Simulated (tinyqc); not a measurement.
From mobility mu back to acoustic deformation potential D_A: electron mobility of a polar semiconductor by Rode's iterative solution of the Boltzmann equation. Computed by tinyqc, a small Python program. Command: `OMP_NUM_THREADS=1 python tinyqc.py 3031443 3031444 out.jsonl rode inv`. One thread of a shared host (Intel(R) Xeon(R) Processor @ 2.30GHz), about 0.05 s of CPU time with the checks.

The distribution is f(E) + e F l(E) (-df/dE) cos(theta) for a weak field F, theta counted from the force; l(E) is a mean free path. Elastic processes enter by their momentum rate, polar optical phonons by out- and in-scattering terms. One valley only: where upper valleys lie close, measured mobilities are lower. The density n is prescribed, even where a narrow-gap material would have more intrinsic carriers.

Inputs (values chosen for the exercise, modelled on CdS): effective mass m = 0.202 m_0; non-parabolicity alpha = 0.32 1/eV; static permittivity eps_s = 8.7; high-frequency permittivity eps_inf = 5.3; density rho = 4820 kg/m^3; sound velocity v_l = 4440 m/s; optical phonon energy hbar w = 37.5 meV; electron density n = 3.8e+17 1/cm^3; compensation ratio C = 0; temperature T = 100 K; grid points per phonon energy s = 10; iteration cap = 200.

Band: Kane. Elastic processes: acoustic, impurity.

Constants: k_B = 8.617333262e-05 eV/K; m_0 = 9.1093837015e-31 kg; e = 1.602176634e-19 C; hbar = 1.054571817e-34 J s; eps_0 = 8.8541878128e-12 F/m; k_B = 1.380649e-23 J/K; hbar = 6.582119569e-16 eV s.

Method:
- Kane band: hbar^2 k^2/(2 m) = E (1 + alpha E), speed v = hbar k/(m (1 + 2 alpha E)), states per spin, volume and energy g(E) = m k (1 + 2 alpha E)/(2 pi^2 hbar^2); overlap factors are set to 1. Masses are multiplied by m_0 and all formulas are in SI units.
- The reduced Fermi level eta = E_F/(k_B T) solves n = 2 Z int g f dE with f = 1/(1 + exp(x - eta)) (Z = 1 unless valleys are given); screening length L_s = sqrt(eps_s eps_0 k_B T/(e^2 dn/deta)), dn/deta = 2 Z int g f (1 - f) dE.
- Integrals over x = E/(k_B T) use 160 Gauss-Legendre points in u = sqrt(x) from 0 to sqrt(max(eta, 0) + 32).
- N_I = n (1 + C)/(1 - C).
- Phonon occupation N_q = 1/(exp(hbar w/(k_B T)) - 1).
- Acoustic deformation potential (elastic, equipartition, absorption and emission together): 1/tau = 2 pi k_B T D_A^2 g(E)/(hbar rho v_l^2).
- Singly charged impurities, momentum relaxation: 1/tau = N_I e^4 m (1 + 2 alpha E) Phi/(8 pi (eps_s eps_0)^2 hbar^3 k^3), with alpha = 0 for a parabolic band.
- Brooks-Herring: Phi = ln(1 + b) - b/(1 + b), b = 4 k^2 L_s^2.
- Polar optical, unscreened: W = e^2 w (1/eps_inf - 1/eps_s) m (1 + 2 alpha E') ln|(k + k')/(k - k')| / (4 pi eps_0 hbar^2 k), times N_q for absorption (E' = E + hbar w) and N_q + 1 for emission (E' = E - hbar w > 0), with alpha = 0 for a parabolic band; mean cosine of the angle <cos> = (k^2 + k'^2)/(2 k k') - 1/ln|(k + k')/(k - k')|.
- Energy grid E_j = (j + 1/2) hbar w/s, j = 0, 1, ..., up to (max(eta, 0) + 18) k_B T, so that E_j +/- hbar w are grid points; l = 0 beyond the grid; integrals are sums times the spacing.
- With f' = f(E'): out-scattering S_o = sum over absorption and emission of W (1 - f')/(1 - f); nu = sum of elastic rates; the in-scattering weights are c+ = W_abs <cos> (1 - f')/(1 - f) for E' = E + hbar w and c- likewise for emission.
- Iteration: l_new(E) = [v(E) + c+ l(E + hbar w) + c- l(E - hbar w)]/(nu + S_o), from l = 0.
- mu = e sum g v l f (1 - f) / (3 k_B T sum g f) over the grid; stop when mu changes by less than 1e-8 of itself.

Task: A run gave the result below. Find the acoustic deformation potential D_A, known to lie between 4.5 and 14 eV.

mobility mu = 834.1286 cm^2/(V s)

Result:

Each step takes the trial c = (a f_b - b f_a)/(f_b - f_a), f being the result less the target and a, b, c the logarithms of the listed values; c replaces end b, the old b replaces a if the sign of f changed, and otherwise f_a is halved.

Scan of the range:
```
acoustic deformation potential D_A (eV)  mobility mu (cm^2/(V s))
4.50                                                      858.136
5.44                                                      851.752
6.57                                                      842.680
7.94                                                      829.798
9.59                                                      811.865
11.60                                                     787.056
14.00                                                     754.227
```

False position (Illinois rule, in the logarithm of the input) inside the bracket:
```
step    end a    end b    trial  mobility mu (cm^2/(V s))
1     6.57000  7.94000  7.45025                   834.627
2     7.94000  7.45025  7.49941                   834.154
3     7.94000  7.49941  7.50431                   834.106
4     7.49941  7.50431  7.50200                   834.129
5     7.50431  7.50200  7.50200                   834.129
```

Mobility mu falls at every point of a 13-point scan of the range (every second point is shown), so one value fits; it is bracketed by 6.57 and 7.94. Answer: acoustic deformation potential D_A = 7.502 eV.

Caution: the gas is degenerate, and screening of the polar coupling, left out here, would raise the mobility.
